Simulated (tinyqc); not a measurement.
Changing the Huang-Rhys factor S: non-radiative capture by multiphonon emission, one effective mode. Computed by tinyqc, a small Python program. Command: `OMP_NUM_THREADS=1 python tinyqc.py 3031751 3031752 out.jsonl capture sweep`. One thread of a shared host (Intel(R) Xeon(R) Processor @ 2.30GHz), about 0.04 s of CPU time with the checks.

The initial state (free carrier plus empty centre) lies dE above the final state; both have the same frequency and are displaced by dQ.

Inputs (values chosen for the exercise, with mass, screening and phonons like those of ZnO):

| quantity | value | unit |
|---|---|---|
| energy released dE | 0.667 | eV |
| phonon energy hbar omega | 32.2 | meV |
| electron-phonon coupling W | 0.012 | eV/(u^(1/2) angstrom) |
| cell volume V | 1350 | angstrom^3 |
| degeneracy g | 2 | - |
| broadening b | 24 | meV |
| carrier mass m | 0.262 | m_0 |
| dielectric constant eps | 7.98 | - |
| temperature T | 300 | K |
| defect density N_t | 3e+16 | cm^-3 |

Centre: repulsive.

Constants: hbar^2/u = 4.18015928e-03 eV angstrom^2; k_B = 8.617333262e-05 eV/K; hbar = 6.582119569e-16 eV s; Ry = 13.605693123 eV; k_B = 1.380649e-23 J/K; m_0 = 9.1093837015e-31 kg.

Method:
- dQ = sqrt(2 S (hbar^2/u)/hbar omega); relaxation energy lambda = S hbar omega; phonons needed P = dE/hbar omega; classical barrier E_b = (dE - lambda)^2/(4 lambda); occupation n = 1/(exp(hbar omega/k_B T) - 1).
- Huang-Rhys weight for a net emission of p phonons: L_p = exp(-S (2n + 1)) ((n + 1)/n)^(p/2) I_p(2 S sqrt(n (n + 1))), I_p the modified Bessel function.
- M_p = sum_m w_m <m_i|Q|(m + p)_f>^2 with Q counted from the final minimum and Boltzmann weights w_m for m = 0..24; <m_i|Q|k_f> = sqrt((hbar^2/u)/(2 hbar omega)) [sqrt(k) <m|k-1> + sqrt(k+1) <m|k+1>], with overlaps of oscillators displaced by d = sqrt(2 S) summed on 1500 points from -16 to 16 + d.
- The delta function is a Gaussian of standard deviation b at dE - p hbar omega.
- C_0 = V (2 pi/hbar) g W^2 sum_p M_p Gaussian_p. The sum runs over the seven p from round(P) - 3 to round(P) + 3; 1 angstrom^3 = 1e-24 cm^3.
- Sommerfeld factor of a repulsive centre: s(k) = 2 pi nu/(exp(2 pi nu) - 1), nu = sqrt(Ry*/E), Ry* = Ry m/eps^2, averaged over (2/sqrt(pi)) sqrt(x) exp(-x) dx with x = E/k_B T = t^2 (trapezoid, t to 6 in steps of 0.01).
- C = s C_0; v = sqrt(3 k_B T/m); sigma = C/v; tau = 1/(C N_t).

One run for each value:

| Huang-Rhys factor S | capture coefficient C (cm^3/s) | classical barrier E_b (eV) | dQ (u^(1/2) angstrom) |
|---|---|---|---|
| 3.1 | 8.613e-17 | 8.057e-01 | 0.897 |
| 3.9 | 1.958e-15 | 5.836e-01 | 1.006 |
| 4.8 | 2.669e-14 | 4.247e-01 | 1.116 |
| 6.1 | 4.032e-13 | 2.819e-01 | 1.258 |
| 7.6 | 3.497e-12 | 1.822e-01 | 1.405 |
| 9.5 | 2.161e-11 | 1.066e-01 | 1.571 |
| 12.0 | 9.293e-11 | 5.094e-02 | 1.765 |
| 15.0 | 2.340e-10 | 1.752e-02 | 1.973 |
| 19.0 | 3.621e-10 | 1.245e-03 | 2.221 |

Over the rows, capture coefficient C (cm^3/s) rises from 8.61e-17 to 3.62e-10 (exponent d ln y / d ln x 14 between the first rows and 1.8 between the last); classical barrier E_b (eV) falls from 0.806 to 0.00125 (exponent d ln y / d ln x -1.4 between the first rows and -11 between the last); dQ (u^(1/2) angstrom) rises from 0.897 to 2.22 (exponent d ln y / d ln x about 0.50 throughout). The barrier vanishes where S equals the number of phonons needed, dE/hbar omega = 20.7.

Caution (rows 3.10, 3.90, 4.80, 6.10, 7.60, 9.50): the largest term is not the one nearest energy conservation, so C_0 depends strongly on the broadening b.

Extremes, crossings and ranges named in words are read from the listed rows.
